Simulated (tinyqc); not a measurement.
Sampled drift against the exact one: kinetic Monte Carlo and master equation for a particle on a ring of sites with traps and bias. Computed by tinyqc, a small Python program. Command: `OMP_NUM_THREADS=1 python tinyqc.py 3001966 3001967 out.jsonl kmc walk`. One thread of a shared host (Intel(R) Xeon(R) Processor @ 2.30GHz), about 0.09 s of CPU time with the checks.

7 sites on a ring, numbered 1 to 7. The saddle between i and i+1 lies at E0 + s b_i and site i at s eps_i; a force F tilts the landscape, with the saddle half-way.

Inputs (values chosen for the exercise, for a model defect):
```
quantity,value,unit
reference barrier E0,0.74,eV
scale factor s of the disorder,1,-
attempt frequency nu,3.4,THz
temperature T,790,K
site spacing a,2,angstrom
force F along the ring,0.045,eV/angstrom
seed of the random numbers,771213,-
```

Disorder: random barriers.

site energies eps_i (eV): [0, 0, 0, 0, 0, 0, 0]

saddle shifts b_i between sites i and i+1 (eV): [-0.022, -0.095, 0.05, 0.017, -0.043, 0.08, 0.075]

Constants: k_B = 8.617333262e-05 eV/K.

Method:
- Rates: k(i to i+1) = nu exp(-(E0 + s b_i - s eps_i - F a/2)/(k_B T)), k(i to i-1) = nu exp(-(E0 + s b_(i-1) - s eps_i + F a/2)/(k_B T)).
- Share right = k right/(k right + k left); mean stay = 1/(k right + k left).
- Master equation dP/dt = W P, W_(i+1,i) = k right, W_(i-1,i) = k left, columns summing to zero. The steady state is its null vector; drift v = a sum P_i (k right - k left). D = a^2 lambda''(0)/2, where lambda(q) is the leading eigenvalue of W with right hops weighted by exp(q) and left hops by exp(-q).
- The slowest relaxation rate is minus the real part of the next eigenvalue of W. 1 angstrom = 1e-8 cm.
- 400 independent walkers start on sites drawn with weights P_i (k right + k left), the steady shares of hops (random numbers not printed); the estimate is total displacement over total time, with its standard error from the spread between walkers.

occupations P_i: [0.064018, 0.061042, 0.167683, 0.113285, 0.107339, 0.271079, 0.215554]

drift velocity v = 1.15651 cm/s

Drift from sampling:
```
hops per walker,estimate (cm/s),standard error (cm/s),deviation in standard errors
10,1.1358,0.048116,-0.4305
30,1.1364,0.026182,-0.7682
100,1.1560,0.014509,-0.0346
300,1.1647,0.008425,0.9670
1000,1.1540,0.004460,-0.5738
3000,1.1518,0.002586,-1.8293
```

The exact drift is 1.157 cm/s. The standard error falls by a factor 3.25 from 100 to 1000 hops (sqrt10 = 3.16), and in the last row it is 0.22 % of the drift.

Extremes, crossings and ranges named in words are read from the listed rows.
